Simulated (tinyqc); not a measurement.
Electron continuity equation in a given potential, Scharfetter-Gummel discretisation: three discretisations compared.

Steady state in one dimension: J = q mu n E + q D dn/dx with E = -dpsi/dx and D = mu Vt, dJ/dx = q (n/tau - G), fixed densities nL and nR at the ends. The potential is given, psi = U x/L, and is not changed by the electrons.

10 equal intervals. Fluxes J_i = (q D/h)(n_(i+1) P_i - n_i Q_i), d_i = (psi_(i+1) - psi_i)/Vt: Scharfetter-Gummel P = B(d), Q = B(-d), B(d) = d/(exp(d) - 1); central P = 1 - d/2, Q = 1 + d/2; upwind P = 1 + max(-d, 0), Q = 1 + max(d, 0). Balance at each inner node: J_i - J_(i-1) = q h (n_i/tau - G). The reference is Scharfetter-Gummel on 2000 intervals.

Inputs (values chosen for the exercise); mobility close to that of cadmium telluride at room temperature:
```
symbol    value        unit                               meaning
T           300           K                           temperature
mu          994  cm^2/(V s)                     electron mobility
L           2.7          um                  length of the region
nL       5.8e12       cm^-3                      density at x = 0
nR       1.7e13       cm^-3                      density at x = L
tau     4.5e-10           s                              lifetime
G        1.7e21  cm^-3 s^-1               uniform generation rate
U          0.68           V  potential difference psi(L) - psi(0)
```

Constants: q = 1.602176634e-19 C, kB = 1.380649e-23 J/K, Vt = kB T/q. Results are converted to the units shown.

Densities (cm^-3):
```
node  Scharfetter-Gummel   central    upwind  reference
0               5.800e12  5.800e12  5.800e12   5.800e12
1               5.682e12  5.682e12  5.683e12   5.682e12
2               5.567e12  5.566e12  5.569e12   5.566e12
3               5.455e12  5.454e12  5.459e12   5.454e12
4               5.346e12  5.344e12  5.353e12   5.344e12
5               5.239e12  5.236e12  5.260e12   5.236e12
6               5.134e12  5.135e12  5.203e12   5.132e12
7               5.036e12  5.000e12  5.276e12   5.033e12
8               4.993e12  5.145e12  5.825e12   4.989e12
9               5.698e12  3.201e12  8.138e12   5.694e12
10              1.700e13  1.700e13  1.700e13   1.700e13
```

What does the table show?

Largest errors as a share of the largest reference density listed: Scharfetter-Gummel 0.023 %, central 15 %, upwind 14 %. The largest |d| is 2.63. Central differences oscillate from node to node, since P or Q changes sign once |d| exceeds 2. Upwinding stays positive but acts as if D were larger by the factor 1 + |d|/2, up to 2.32 here.

Numbers from tinyqc (`OMP_NUM_THREADS=1 python tinyqc.py 2220008 2220009 out.jsonl`; about 0.01 s on one thread of a shared Intel Xeon 2.30GHz).
